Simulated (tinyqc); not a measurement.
Inside a calculation: Lorentz oscillators and the Kramers-Kronig relations. Values are carried at full precision from step to step, so a last printed digit may differ when a step is redone from the rounded ones.

eps(E) = 1 + sum_j S_j/(E0_j^2 - E^2 - i G_j E).

Constants: hbar c = 1973.269805 eV angstrom; hbar^2/2m0 = 3.80998211 eV angstrom^2; e^2/(4 pi eps0) = 14.39964547 eV angstrom.

Parameters, chosen for this exercise (line positions loosely like those of SiO2; Lorentz tails absorb below the gap, where the real solid is clear; not measured data):
```
symbol  value                  unit  meaning
E0      (10.66, 11.51, 14.26)  eV    resonances
G       (0.62, 0.9, 3.99)      eV    widths
S       (21.5, 35.3, 90.4)     eV^2  strengths
E       9.18                   eV    photon energy
h       0.8                    eV    grid step
M       30                           grid points E_j = j h
i       3                            grid index at which eps1 is wanted
```

## Dielectric function at one energy

Evaluate each oscillator and the sum.

terms: 0.7057+0.1368i  0.7114+0.1219i  0.6936+0.2133i

eps(E) = 3.1106+0.4720i
eps(0) = 1.9002

## Optical constants

n + i k = sqrt(eps1 + i eps2) with k >= 0; R = ((n - 1)^2 + k^2)/((n + 1)^2 + k^2) at normal incidence from vacuum; alpha = 2 E k/(hbar c), times 1e8 for 1/cm; loss function Im(-1/eps) = eps2/(eps1^2 + eps2^2).

Convert eps at the photon energy E into the optical constants.

n = 1.7687
k = 0.1334
R = 0.0792
alpha = 1.24e+05 1/cm
loss function = 0.0477
vacuum wavelength hc/E (hc = 1239.841984 eV nm) = 135.1 nm

The intensity falls to 1/e within 80.5 nm.

## Absorptive part on the grid

Tabulate eps2 at E_j = j h.

eps2(E_j), j = 1 .. M: 0.0093  0.0190  0.0296  0.0416  0.0558  0.0732  0.0955  0.1257  0.1692  0.2377  0.3637  0.6874  2.7718  3.6506  2.4370  1.5378  1.6783  1.6666  1.2968  0.8861  0.5968  0.4143  0.2989  0.2235  0.1722  0.1362  0.1100  0.0904  0.0755  0.0638

## eps1 at one grid point

Kramers-Kronig: eps1(E) = 1 + (2/pi) P integral_0^infinity E1 eps2(E1)/(E1^2 - E^2) dE1. Maclaurin rule on the grid E_j = j h, j = 1 .. M: eps1(E_i) = 1 + (4 h/pi) sum over j with j - i odd of E_j eps2(E_j)/(E_j^2 - E_i^2); nothing is added above E_M.

List the terms E_j eps2_j/(E_j^2 - E_i^2) for j - i odd, add them and form eps1.

terms in order of j (1/eV): -0.0095  0.0297  0.0203  0.0229  0.0326  0.0764  0.3416  0.1245  0.1190  0.0567  0.0240  0.0118  0.0066  0.0041  0.0027

sum = 0.863 1/eV
eps1(E_i) = 1.880

The oscillator formula gives 1.934 at E_i = 2.4 eV. The rule samples every 2h = 1.6 eV against a narrowest width of 0.62 eV and stops at 24 eV; coarse sampling and the missing tail make the difference.

## The f-sum on the grid

W(E_M) = (2/pi) h sum_j E_j eps2_j, with half weight on the last point; the full integral equals sum S_j = (hbar omega_p)^2, and the electron density follows from (hbar omega_p)^2 = 8 pi c (e^2/(4 pi eps0)) N with c = hbar^2/2m0.

W(E_M) = 129.73 eV^2
sum S = 147.20 eV^2
share reached on this grid (a step near the line widths can inflate it) = 0.881
hbar omega_p = 12.133 eV
N = 1.07e+23 1/cm^3

## Checks

- The value of eps1 at 9.197 eV from a fine, long grid (with the tail of eps2 ~ 1/E^3 added) against the oscillator formula: both 3.12.

Run: tinyqc, `OMP_NUM_THREADS=1 python tinyqc.py 1650447 1650448 out.jsonl`; Intel(R) Xeon(R) Processor @ 2.30GHz, one thread, shared host; about 0.2 s of CPU time with all checks.
